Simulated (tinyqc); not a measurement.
Band offsets of oxides on a semiconductor by the charge-neutrality-level model: one step of the calculation.

Each material has a charge-neutrality level at the depth Phi = chi + Eg - CNL below vacuum. For oxide B on semiconductor A, dEc = (chiA - PhiA) - (chiB - PhiB) + S (PhiA - PhiB), dEv = EgB - EgA - dEc, with the pinning factor S = 1/(1 + 0.1 (eps_inf - 1)^2) of the oxide. S = 1 is the affinity rule, S = 0 aligns the two levels.

Problem. One oxide. Depths of both levels, S and the two offsets.

Values chosen for this exercise; substrate values close to those of germanium:
- EgA = 0.66 eV (gap of the semiconductor)
- chiA = 4.04 eV (its electron affinity)
- cA = 0.1 eV (its charge-neutrality level above the valence edge)

oxide values (close to silicon dioxide): Eg (eV) 8.85, chi (eV) 0.88, CNL (eV) 4.61, eps_inf 2.26

Find: PhiA; PhiB; S; dEc; dEv.

Solution.

PhiA = 4.6000 eV
PhiB = 5.1200 eV
S = 0.86299
dEc = 3.2312 eV
dEv = 4.9588 eV

The limits are dEc = 3.16 eV (S = 1) and 3.68 eV (S = 0).

Range of the model: The model ignores the chemistry of the actual interface, which can move offsets by several tenths of an eV.

tinyqc, about 0.01 s, one thread, Intel Xeon 2.30GHz (shared host): `OMP_NUM_THREADS=1 python tinyqc.py 2410072 2410073 out.jsonl`
